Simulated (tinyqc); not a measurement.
From results back to parameters: hole subbands of a hard-walled well, four-band Luttinger model. Five cases, with inputs chosen for the exercise.

Problem. At k = 0 in a hard-walled well HHn = c (g1 - 2 g2)(n pi/L)^2 - Z0 and LHn = c (g1 + 2 g2)(n pi/L)^2 + Z0, c = hbar^2/2m0. Two spacings were computed from hidden g1 and g2.

Constants: hbar^2/2m0 = 3.80998211 eV angstrom^2.
Find: u = c (pi/L)^2; g2; g1.
Method. HH2 - HH1 = 3u (g1 - 2 g2) and LH1 - HH1 = 4 u g2 + 2 Z0.

Case 1.

Values chosen (out of a larger set: near those of GaSb; not measured data): L = 125 angstrom (well width along [001]); Z0 = 0.03 eV (shear strain energy).

HH2 - HH1 = 29.385 meV
LH1 - HH1 = 105.244 meV

Solution.

u = c (pi/L)^2 = 2.407 meV
g2 = 4.70
g1 = 13.47

Case 2.

Values chosen (out of a larger set: near those of InP; not measured data): L = 195 angstrom (well width along [001]); Z0 = 0.0266 eV (shear strain energy).

HH2 - HH1 = 5.548 meV
LH1 - HH1 = 59.489 meV

Solution.

u = c (pi/L)^2 = 0.989 meV
g2 = 1.59
g1 = 5.05

Case 3.

Values chosen (out of a larger set: near those of GaSb; not measured data): L = 170 angstrom (well width along [001]); Z0 = -0.0123 eV (shear strain energy).

HH2 - HH1 = 15.731 meV
LH1 - HH1 = -0.191 meV

Solution.

u = c (pi/L)^2 = 1.301 meV
g2 = 4.69
g1 = 13.41

Case 4.

Values chosen (out of a larger set: near those of GaAs; not measured data): L = 175 angstrom (well width along [001]); Z0 = 0 eV (shear strain energy).

HH2 - HH1 = 10.572 meV
LH1 - HH1 = 10.118 meV

Solution.

u = c (pi/L)^2 = 1.228 meV
g2 = 2.06
g1 = 6.99

Case 5.

Values chosen (out of a larger set: near those of InP; not measured data): L = 65 angstrom (well width along [001]); Z0 = 0.0573 eV (shear strain energy).

HH2 - HH1 = 51.265 meV
LH1 - HH1 = 171.561 meV

Solution.

u = c (pi/L)^2 = 8.900 meV
g2 = 1.60
g1 = 5.12

Computed by tinyqc, one run a case: `OMP_NUM_THREADS=1 python tinyqc.py N N+1 out.jsonl` with N = 1250543, 1250560, 1250577, 1250578, 1250583; one thread of a shared Intel(R) Xeon(R) Processor @ 2.30GHz, about 0.5 s a run at most.
